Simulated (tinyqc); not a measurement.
Inside a calculation: delta-doped layer in the Thomas-Fermi potential. Values are carried at full precision from step to step, so a last printed digit may differ when a step is redone from the rounded ones.

All donors ionised in the plane z = 0, zero temperature, energies from the Fermi level EF of the Thomas-Fermi model, which lies at the bulk band edge; c = hbar^2/2m0, q = e^2/(4 pi eps0). gv = 4 equivalent valleys, m_d = sqrt(m3^3/mz) in the plane. With n = (gv/3 pi^2)(m3 (-V)/c)^(3/2) and V'' = -(4 pi q/eps) n for z > 0, the solution is V = -b/(|z| + z0)^4 with sqrt(b) = 20/K, K = (4 pi q/eps)(gv/3 pi^2)(m3/c)^(3/2), and z0^5 = 4b/(e F0), e F0 = 2 pi q N/eps; 1e13/cm^2 = 1e-3/angstrom^2. Exchange and correlation are left out.

Constants: hbar^2/2m0 = 3.80998211 eV angstrom^2; e^2/(4 pi eps0) = 14.39964547 eV angstrom.

Inputs chosen for the exercise (near those of a delta-doped layer in Ge; the results hold for these values, not for the real material): m3 = 0.212 m0 (density-of-states mass of a valley); mz = 0.125 m0 (mass along z); eps = 16.1 (dielectric constant); N = 0.51 x 1e13/cm^2 (donor sheet density).

## The Thomas-Fermi well

Give K, b, e F0, z0 and the depth b/z0^4.

K = 0.019929 eV^(-1/2) angstrom^-2
b = 1.0071e+06 eV angstrom^4
e F0 = 0.0028660 eV/angstrom
z0 = 67.54 angstrom
depth = 0.0484 eV

Half of the electrons lie within |z| < (2^(1/5) - 1) z0 = 10.0 angstrom. The mean donor spacing in the plane is 44.3 angstrom, against a Bohr radius 0.529177 eps/m3 = 40.2 angstrom: the spacing is not small against it, so the smeared sheet is a crude model.

## Profile

V = -b/(|z| + z0)^4, n and the share of electrons beyond |z|, (z0/(|z| + z0))^5, at z = 0, 0.1, 0.25, 0.5, 1 and 2 times z0; n = (eps/(4 pi q)) 20 b/(|z| + z0)^6, q = e^2/(4 pi eps0), 1/angstrom^3 = 1e24/cm^3.

Profile:
```
z (angstrom),V (eV),n (1e19/cm^3),share beyond
0.0,-0.0484,1.89,1.000
6.8,-0.0331,1.07,0.621
16.9,-0.0198,0.495,0.328
33.8,-0.0096,0.166,0.132
67.5,-0.0030,0.0295,0.031
135.1,-0.0006,0.00259,0.004
```

## Subbands

Subbands solve -(c/m_z) psi'' + V psi = E psi on 1280 points of spacing z0/80; up to ten levels for each group, kept if bound with an rms width below 2.5 z0.

List the bound levels with their rms width.

Subbands:
```
label,valleys g,m_d (m0),E (eV),rms z (angstrom)
0,4,0.2761,-0.0123,41.2
```

## Filling the subbands

At zero temperature n_i = g m_d (mu - E_i)/(2 pi c) for E_i < mu, c = hbar^2/2m0; find mu from sum n_i = N (1e13/cm^2 = 1e-3/angstrom^2).

mu = -0.0013 eV

n_i in the order of the list (1e13/cm^2): 0.510

1 subband filled in part, the lowest with 100 % of the electrons. The potential was built for a Fermi level at 0; filling its quantised levels puts mu 2.7 % of the depth below that; with so few subbands the Thomas-Fermi picture is crude, and a close match would be chance.

## Estimate from a V-shaped well

Near z = 0 the well is -depth + e F0 |z|, whose levels are a (c (e F0)^2/m_z)^(1/3) with a = 1.018793 (even) and 2.338107 (odd); c = hbar^2/2m0, m_z = mz.

levels 0 and 1 (eV): 0.0158  0.0990

Level 0 comes out 28 meV too high, since screening flattens the true well away from the plane, and both levels land above the rim at 0.

## Checks

- Integral of the Thomas-Fermi density against N, 1e13/cm^2: both 0.5100.
- Lowest level on a finer grid (z0/200), eV: both -0.012.

(tinyqc, `OMP_NUM_THREADS=1 python tinyqc.py 1252586 1252587 out.jsonl`, Intel(R) Xeon(R) Processor @ 2.30GHz, 1 thread, shared host, about 0.05 s.)
